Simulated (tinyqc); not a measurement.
Charge pumping in an n-channel transistor: two steps of the calculation.

The gate is pulsed from accumulation to inversion and back. Energies E are counted from the intrinsic level; Dit(E) = D0 [1 + b (2 E/Eg)^2]. During each edge the traps near the bands emit their carriers, and those between Eh and Ee recombine once a cycle.

Values chosen for this exercise; band and dielectric values close to those of silicon: temperature T = 300 K; band gap Eg = 1.13 eV; conduction-band density of states at 300 K Nc = 2.8e19 cm^-3; valence-band density of states at 300 K Nv = 2.63e19 cm^-3; gate area A = 52 um^2; trap density at midgap D0 = 3.6e10 cm^-2 eV^-1; rise of the trap density towards the band edges b = 6.6; cross-section for electrons sn = 3e-16 cm^2; cross-section for holes sp = 1.4e-16 cm^2; thermal velocity at 300 K, one nominal value for electrons and holes vth = 1.1e7 cm/s; Vth - Vfb dV = 0.53 V; pulse height Va = 3.3 V; frequency f = 2.4e5 Hz; rise time tr = 580 ns; fall time tf = 180 ns.

Constants: q = 1.602176634e-19 C, kB = 1.380649e-23 J/K, Vt = kB T/q. Results are converted to the units shown.

Question 1. Emission levels. ni = sqrt(Nc Nv) exp(-Eg/(2 Vt)), Eg in volts; emission times te = (dV/Va) tf and th = (dV/Va) tr; Ee = -Vt ln(vth sn ni te), Eh = +Vt ln(vth sp ni th).

Give: ni; te; th; Ee; Eh.

Answer 1.

ni = 8.749e9 cm^-3
te = 28.91 ns
th = 93.15 ns
Ee = 0.3618 eV
Eh = -0.3513 eV

The window covers 63.1 % of the gap.

Question 2. Pumped charge and current. Nit = integral of Dit from Eh to Ee = D0 [Ee - Eh + 4 b (Ee^3 - Eh^3)/(3 Eg^2)], Qcp = q A Nit, Icp = f Qcp.

Ee = 0.36183003 eV
Eh = -0.35128419 eV

Find: Nit; mean Dit; traps pumped a cycle; Icp.

Answer 2.

Nit = 4.8180e10 cm^-2
mean Dit = 6.7562e10 cm^-2 eV^-1
traps pumped a cycle = 25053
Icp = 963.36 pA

Range of the model: The Fermi levels of inversion and accumulation are taken to lie beyond Ee and Eh, the flat tops to fill all traps, and no geometric current is added.

Computed by the program tinyqc: `OMP_NUM_THREADS=1 python tinyqc.py 2030045 2030046 out.jsonl`, one thread of a shared Intel Xeon 2.30GHz, about 0.01 s for the whole run.
